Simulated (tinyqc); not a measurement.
## Barrier and mass from two Fowler-Nordheim currents

Question. Fowler-Nordheim tunnelling through a dielectric follows J = A F^2 exp(-B/F), A = q^2 me/(16 pi^2 hbar m1 phi1) (A/V^2 with phi1 in volts), B = (4/3) sqrt(m1/C) phi1^1.5 (V/nm), C = hbar^2/(2 m0). Find B, A, phi1 and m1.

Inputs (values chosen for the exercise):

| symbol | value | unit | meaning |
|---|---|---|---|
| me | 1 | m0 | emitter mass in the supply function |

Constants: q = 1.602176634e-19 C, hbar = 1.054571817e-34 J s, m0 = 9.1093837015e-31 kg, hbar^2/(2 m0) = 0.0380998212 eV nm^2. Results are converted to the units shown.

J at F = 0.84 and 1.17 V/nm (A/cm^2): 4.0309994e-7  0.0080600730

Solution. The slope of ln(J/F^2) against 1/F is -B and the intercept gives A. A fixes the product m1 phi1, and B = (4/3) phi1 sqrt(m1 phi1/C) then gives phi1.

B = 27.5 V/nm
A = 9.66e-7 A/V^2
phi1 = 3.19 eV
m1 = 0.500 m0

Program tinyqc, `OMP_NUM_THREADS=1 python tinyqc.py 2540054 2540055 out.jsonl`; Intel Xeon 2.30GHz, shared host, one thread, about 0.03 s.
